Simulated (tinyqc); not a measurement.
Inside a calculation. Model: p-n diode with diffusion and depletion-layer recombination.

tinyqc, about 0.01 s, one thread, Intel Xeon 2.30GHz (shared host): `OMP_NUM_THREADS=1 python tinyqc.py 2260122 2260123 out.jsonl` Printed values are rounded.

Abrupt junction in the depletion approximation, low injection, full ionisation, neutral widths fixed, ohmic contact on the p side. Vj is the junction voltage; where a series resistance Rs is given, V = Vj + J Rs is the terminal voltage.

Values chosen for this exercise; band and dielectric values close to those of gallium nitride:

| symbol | value | unit | meaning |
|---|---|---|---|
| T | 300 | K | temperature |
| Eg | 3.41 | eV | band gap |
| eps_r | 9.46 |  | relative permittivity |
| Nc | 2.26e18 | cm^-3 | conduction-band density of states at T |
| Nv | 4.65e19 | cm^-3 | valence-band density of states at T |
| Na | 4.6e16 | cm^-3 | acceptor density |
| Nd | 2.6e15 | cm^-3 | donor density |
| mun | 670 | cm^2/(V s) | electron mobility in the p side |
| mup | 26 | cm^2/(V s) | hole mobility in the n side |
| tn | 2e-6 | s | electron lifetime |
| tp | 3e-9 | s | hole lifetime |
| wp | 73 | um | neutral width of the p side |
| wn | 150 | um | neutral width of the n side |
| Sp | 200 | cm/s | recombination velocity at the n contact |
| Rs | 0.038 | ohm cm^2 | series resistance |
| Et | 0 | eV | trap level above the intrinsic level |
| Vj | 1.57 | V | junction voltage at which recombination is evaluated |
| V | 2.94 | V | terminal voltage |

Constants: q = 1.602176634e-19 C, kB = 1.380649e-23 J/K, Vt = kB T/q, eps0 = 8.8541878128e-14 F/cm where lengths are in cm. Results are converted to the units shown.

## Diffusion lengths and saturation currents

ni = sqrt(Nc Nv) exp(-Eg/(2 Vt)), Eg in volts; D = mu Vt; Ln = sqrt(Dn tn), Lp = sqrt(Dp tp); J0n = q ni^2 Dn coth(wp/Ln)/(Ln Na); J0p = (q ni^2 Dp/(Lp Nd)) (s + tanh(wn/Lp))/(1 + s tanh(wn/Lp)), s = Sp Lp/Dp.

ni = 2.33368e-10 cm^-3
Ln = 58.8572 um
Lp = 0.449050 um
J0n = 6.60194e-52 A/cm^2
J0p = 5.02334e-50 A/cm^2

wp/Ln = 1.2 and wn/Lp = 330; holes carry 98.7 % of the diffusion current.

## Recombination in the depleted layer

ni = sqrt(Nc Nv) exp(-Eg/(2 Vt)), Eg in volts. Vbi = Vt ln(Na Nd/ni^2), W = sqrt(2 eps0 eps_r (Vbi - Vj)(1/Na + 1/Nd)/q), xp = W Nd/(Na + Nd), xn = W Na/(Na + Nd); u(x) = q Na (x + xp)^2/(2 eps0 eps_r) for x < 0 and Vbi - Vj - q Nd (xn - x)^2/(2 eps0 eps_r) for x > 0; p = Na exp(-u/Vt), n = Nd exp((u - Vbi + Vj)/Vt); U = ni^2 (exp(Vj/Vt) - 1)/(tp (n + ni exp(Et/Vt)) + tn (p + ni exp(-Et/Vt))); J_scr = q times the integral of U from -xp to xn. Trapezoid rule on 12 equal steps.

W = 794.637 nm
x, point 0 to 12 (nm): [-42.511, 23.708, 89.928, 156.148, 222.368, 288.587, 354.807, 421.027, 487.246, 553.466, 619.686, 685.906, 752.125]
u, point 0 to 12 (V): [0.00000, 0.16679, 0.39578, 0.60295, 0.78832, 0.95189, 1.09364, 1.21358, 1.31172, 1.38805, 1.44257, 1.47528, 1.48619]
n, point 0 to 12 (cm^-3): [2.80649e-10, 1.77888e-7, 0.00125007, 3.77887, 4913.92, 2.74874e6, 6.61423e8, 6.84642e10, 3.04851e12, 5.83915e13, 4.81118e14, 1.70527e15, 2.6e15]
p, point 0 to 12 (cm^-3): [4.6e16, 7.25732e13, 1.03273e10, 3.41634e6, 2627.20, 4.69665, 0.0195183, 1.88564e-4, 4.23482e-6, 2.21092e-7, 2.68331e-8, 7.57058e-9, 4.96533e-9]
U, point 0 to 12 (cm^-3 s^-1): [1.40325e-4, 0.0889438, 625.034, 1.88943e6, 2.45009e9, 1.56377e9, 6.50611e6, 62854.6, 1411.61, 73.6972, 8.94435, 2.52353, 1.65511]
J_scr = 4.26750e-15 A/cm^2

With 2000 steps J_scr = 1.215e-14 A/cm^2; the coarse value is 65 % below it. U is largest at x = 222 nm among these points; the peak lies where tp n = tn p. On the fine grid U peaks at 2.319e10 cm^-3 s^-1, and J_scr/(q U_max) is 4.12 % of W, the effective width of the recombining zone.

## Starting value

Vj = Vt ln(V/(Rs J0)), the value at which all of V would drop over Rs.

Vj at the start = 3.04668 V

## Iteration 1: new Vj

J0 = J0n + J0p = 5.08936e-50 A/cm^2

Diffusion current alone: J = J0 (exp(Vj/Vt) - 1), g = Vj + J Rs - V, g' = 1 + Rs J0 exp(Vj/Vt)/Vt, Vj(new) = Vj - g/g'.

J = 77.3684 A/cm^2
g = 3.04668 V
g' = 114.724
Vj after iteration 1 = 3.02012 V

## Iteration 2: new Vj

As before.

J = 27.6971 A/cm^2
g = 1.13261 V
g' = 41.7121
Vj after iteration 2 = 2.99297 V

## Course of the iteration

Stop when the step is below 1e-10 V, or after 80 iterations.

Course of the iteration:
```
iteration  Vj before the step (V)   step (V)
1                         3.04668    -0.0266
2                         3.02012    -0.0272
3                         2.99297    -0.0276
4                         2.96534    -0.0258
5                         2.93957    -0.0165
6                         2.92309   -3.97e-3
7                         2.91912   -1.52e-4
8                         2.91897   -2.01e-7
9                         2.91897  -3.51e-13
```

Converged in 9 iterations.
